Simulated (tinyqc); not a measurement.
Memristor with linear dopant drift, Joglekar window: effect of the amplitude on the first half period.

A film of thickness D has a doped share x: R = Ron x + Roff (1 - x), i = v/R, dx/dt = k i F with k = mv Ron/D^2 and F = 1 - (2 x - 1)^(2 p). The drive is v = V0 sin(2 pi f t). The model has no threshold and no heating.

The equation is integrated to convergence over the first half period; the lobe area is the integral of i dv, down branch less up branch.

Inputs (values chosen for the exercise):
- Ron = 200 ohm (resistance of the fully doped film)
- Roff = 20000 ohm (resistance of the undoped film)
- D = 15 nm (film thickness)
- mv = 1.6e-14 m^2/(V s) (dopant mobility)
- x0 = 0.19 (doped share at t = 0)
- p = 1 (window exponent)
- f = 0.87 Hz (frequency)

Result of one run:

| x at half period | R0/R(half period) | peak i (uA) | lobe area (uW) |
|---|---|---|---|
| 0.2938 | 1.145 | 27.47 | 0.5189 |

Which amplitude V0 gave this result: 0.3, 0.42, 0.66 or 0.78 V?

V0 = 0.42 V.

The whole series:

| V0 (V) | x at half period | R0/R(half period) | peak i (uA) | lobe area (uW) |
|---|---|---|---|---|
| 0.18 | 0.2290 | 1.050 | 11.35 | 0.03318 |
| 0.3 | 0.2594 | 1.092 | 19.24 | 0.1699 |
| 0.42 | 0.2938 | 1.145 | 27.47 | 0.5189 |
| 0.54 | 0.3326 | 1.211 | 36.11 | 1.236 |
| 0.66 | 0.3766 | 1.295 | 45.25 | 2.553 |
| 0.78 | 0.4264 | 1.405 | 55.06 | 4.817 |
| 0.9 | 0.4826 | 1.555 | 65.75 | 8.575 |

As V0 goes from 0.18 to 0.9 V, x at half period rises from 0.229 to 0.483, the resistance ratio rises from 1.05 to 1.55 and the lobe area rises from 0.0332 to 8.58 uW.

Program tinyqc, `OMP_NUM_THREADS=1 python tinyqc.py 2880040 2880041 out.jsonl`; Intel Xeon 2.30GHz, shared host, one thread, about 0.2 s.
